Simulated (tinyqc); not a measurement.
Inside a calculation. Model: single-photon avalanche diode, trigger probability and counting.

Program tinyqc, `OMP_NUM_THREADS=1 python tinyqc.py 2630029 2630030 out.jsonl`; Intel Xeon 2.30GHz, shared host, one thread, about 0.01 s. Printed values are rounded.

A multiplication layer of width W with the uniform field V/W; alpha = an exp(-bn/E) for electrons, beta = ap exp(-bp/E) for holes (local model, no dead space). a = alpha W, b = beta W. Electrons enter at x = 0, holes at x = W. P0 is the probability that an electron entering at 0 starts a lasting avalanche, PW the same for a hole entering at W.

Inputs (values chosen for the exercise); ionisation coefficients close to those of indium phosphide:
```
symbol   value   unit                                                       meaning
an       1.1e7   1/cm                                            electron prefactor
bn        3.11  MV/cm                                                electron field
ap      4.74e6   1/cm                                                hole prefactor
bp        2.54  MV/cm                                                    hole field
W          0.5     um                             width of the multiplication layer
Vx         5.8      V                                                   excess bias
eta       0.48         probability that a photon makes a pair that enters the layer
Gd         260    1/s                          thermal generation rate in the layer
td           5     ns                                                     dead time
Cd          54     fF                                             diode capacitance
Rq         200   kohm                                             quench resistance
pa      9.9e-8                           trapping probability per avalanche carrier
tt          48     ns                                             trap release time
nph      3.1e7    1/s                                                   photon rate
```

Constants: q = 1.602176634e-19 C. Results are converted to the units shown.

## Ionisation integrals at and above breakdown

breakdown voltage VB = 23.96500 V

Breakdown: ln(a/b) = a - b with a not equal to b. VB is given; V = VB + Vx.

E at VB = 0.4793000 MV/cm
a at VB = 0.8363476
b at VB = 1.183724
E at V = 0.5953000 MV/cm
a = 2.961398
b = 3.324449

At VB, ln(a/b) = -0.3474 equals a - b.

## Iteration 1: trigger probability by substitution

P0 at the start = 0.3

PW = P0 exp(b - a)/(1 - P0 + P0 exp(b - a)); P0(new) = 1 - (1 - PW)^(a/b).

PW = 0.3812496
P0 after iteration 1 = 0.3479465

## Iteration 2: trigger probability by substitution

As before.

PW = 0.4341282
P0 after iteration 2 = 0.3978249

## Course of the iteration: trigger probability by substitution

Stop when P0 changes by less than 1e-9, or after 400 iterations. The rule counts as met only at a root strictly between 0 and 1.

Course of the iteration:
```
iteration         P0  |change|
1          0.3479465    0.0479
2          0.3978249    0.0499
3          0.4483352    0.0505
4          0.4981594    0.0498
5          0.5461039    0.0479
6          0.5912094    0.0451
7          0.6328077    0.0416
8          0.6705268    0.0377
9          0.7042547    0.0337
...              ...       ...
170        0.9398304   2.04e-9
171        0.9398304   1.85e-9
172        0.9398304   1.68e-9
173        0.9398304   1.53e-9
174        0.9398304   1.39e-9
175        0.9398304   1.26e-9
176        0.9398304   1.14e-9
177        0.9398304   1.04e-9
178        0.9398304  9.39e-10
```

Converged in 178 iterations. At the end each change is about 0.91 times the one before: linear convergence.

## Detection, dark counts, afterpulses and dead-time loss

P0 = 0.9398304
Pm = 0.9490748

Pm is the mean trigger probability of pairs made evenly in the layer. PDP = eta P0; dark counts Gd Pm; avalanche charge Cd Vx/q; afterpulse probability pa (Cd Vx/q) exp(-td/tt) Pm; true rate n = nph PDP + dark counts; measured n/(1 + n td) (non-paralysable) or n exp(-n td) (paralysable); recharge time Rq Cd.

PDP = 0.4511186
dark counts = 246.7595 1/s
avalanche charge = 1.954841e6 electrons
afterpulse probability = 16.55038 %
true rate = 1.398492e7 1/s
measured, non-paralysable = 1.307094e7 1/s
measured, paralysable = 1.304044e7 1/s
recharge time = 10.8 ns

Dead time hides 6.5 % of the events in the first model and 6.8 % in the second.
